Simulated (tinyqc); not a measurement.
Inside a calculation. Model: on-chip power grid, static voltage drop by conjugate gradients.

Program tinyqc, `OMP_NUM_THREADS=1 python tinyqc.py 2770128 2770129 out.jsonl`; Intel Xeon 2.30GHz, shared host, one thread, about 0.08 s. Printed values are rounded.

A grid of 3 rows and 4 columns, node k = 4 row + column. Neighbours in a row are joined by Rx, in a column by Ry; pad nodes, which reach the supply through Rp: 0, 8. Each node draws I0, node 11 draws kh I0. The drops u = Vdd - V solve G u = i, with G the conductance matrix (1/Rp added on the diagonal at pad nodes).

Inputs (values chosen for the exercise): supply voltage Vdd = 0.9 V; resistance of a horizontal segment Rx = 1.3 ohm; resistance of a vertical segment Ry = 0.17 ohm; resistance from a pad node to the supply Rp = 0.16 ohm; load current of an ordinary node I0 = 9.4 mA; factor on the load at the hot node kh = 5.

Range of the model: The drop exceeds 15 % of the supply, where the loads would no longer draw a fixed current.

## Diagonal of G, loads and first direction

G_kk = sum of the conductances at node k. Start u = 0, so the residual is r = i; p = r.

G_kk (S):
```
         col 0    col 1    col 2    col 3
row 0  12.9016  7.42081  7.42081  6.65158
row 1  12.5339  13.3032  13.3032  12.5339
row 2  12.9016  7.42081  7.42081  6.65158
```

r at the start (mA):
```
       col 0  col 1  col 2  col 3
row 0    9.4    9.4    9.4    9.4
row 1    9.4    9.4    9.4    9.4
row 2    9.4    9.4    9.4     47
```

p at the start (mA):
```
       col 0  col 1  col 2  col 3
row 0    9.4    9.4    9.4    9.4
row 1    9.4    9.4    9.4    9.4
row 2    9.4    9.4    9.4     47
```

## Iteration 1: conjugate-gradient step

u at the start (mV):
```
       col 0  col 1  col 2  col 3
row 0      0      0      0      0
row 1      0      0      0      0
row 2      0      0      0      0
```

q = G p; a = (r.r)/(p.q); u(new) = u + a p; r(new) = r - a q; b = (r.r)(new)/(r.r); p(new) = r(new) + b p.

q (mA S):
```
        col 0  col 1    col 2     col 3
row 0  58.750  0.000    0.000     0.000
row 1   0.000  0.000    0.000  -221.176
row 2  58.750  0.000  -28.923   250.100
```

a = 0.302711 ohm

u after iteration 1 (mV):
```
        col 0   col 1   col 2    col 3
row 0  2.8455  2.8455  2.8455   2.8455
row 1  2.8455  2.8455  2.8455   2.8455
row 2  2.8455  2.8455  2.8455  14.2274
```

r after iteration 1 (mA):
```
         col 0   col 1    col 2     col 3
row 0  -8.3843  9.4000   9.4000    9.4000
row 1   9.4000  9.4000   9.4000   76.3525
row 2  -8.3843  9.4000  18.1553  -28.7079
```

b = 2.43404

p after iteration 1 (mA):
```
         col 0    col 1    col 2    col 3
row 0  14.4957  32.2800  32.2800  32.2800
row 1  32.2800  32.2800  32.2800  99.2325
row 2  14.4957  32.2800  41.0353  85.6919
```

## Iteration 2: conjugate-gradient step

As before.

q (mA S):
```
         col 0   col 1     col 2     col 3
row 0  -27.695  13.680     0.000  -393.838
row 1  209.227   0.000  -103.004   524.991
row 2  -27.695   6.945    23.886   -45.299
```

a = 0.194668 ohm

u after iteration 2 (mV):
```
        col 0   col 1    col 2    col 3
row 0  5.6673  9.1294   9.1294   9.1294
row 1  9.1294  9.1294   9.1294  22.1629
row 2  5.6673  9.1294  10.8338  30.9089
```

r after iteration 2 (mA):
```
          col 0   col 1    col 2     col 3
row 0   -2.9928  6.7369   9.4000   86.0679
row 1  -31.3298  9.4000  29.4516  -25.8466
row 2   -2.9928  8.0480  13.5056  -19.8896
```

b = 1.39585

p after iteration 2 (mA):
```
        col 0   col 1   col 2    col 3
row 0  17.241  51.795  54.458  131.126
row 1  13.728  54.458  74.510  112.667
row 2  17.241  53.106  70.785   99.723
```

## Course of the conjugate-gradient iteration

Stop when |r| is below 1e-9 mA.

Course of the iteration:
```
iteration  largest u (mV)  |r| (mA)
1                 14.2274      88.0
2                 30.9089       104
3                 86.5362       149
4                 109.133       109
5                 132.358      69.5
6                 138.351      60.1
7                 140.693      20.4
8                 140.242      15.7
9                 139.853      7.58
10                139.043      5.96
11                138.811      2.67
12                138.797   < 1e-11
```

Converged in 12 iterations for 12 unknowns; in exact arithmetic the method needs at most 12. The condition number of the matrix is 157. Gauss-Seidel sweeps in node order need 810 to reach the same residual.

## Worst drop, pad currents and power lost

converged u (mV):
```
        col 0   col 1    col 2    col 3
row 0  12.030  66.263  106.794  133.075
row 1  16.122  66.457  107.059  134.914
row 2  12.034  66.326  107.393  138.797
```

Pad current u/Rp; worst drop as a share of Vdd; power lost in the grid and pads sum_k i_k u_k; power delivered sum_k i_k (Vdd - u_k).

worst drop = 138.797 mV
share of Vdd = 15.4219 %
pad currents (mA): node 0 75.1883, node 8 75.2117
power lost = 14.3111 mW
power delivered = 121.049 mW

The pad currents add up to the total load, 150.4 mA. The worst drop is at node 11; the hot node is 11.
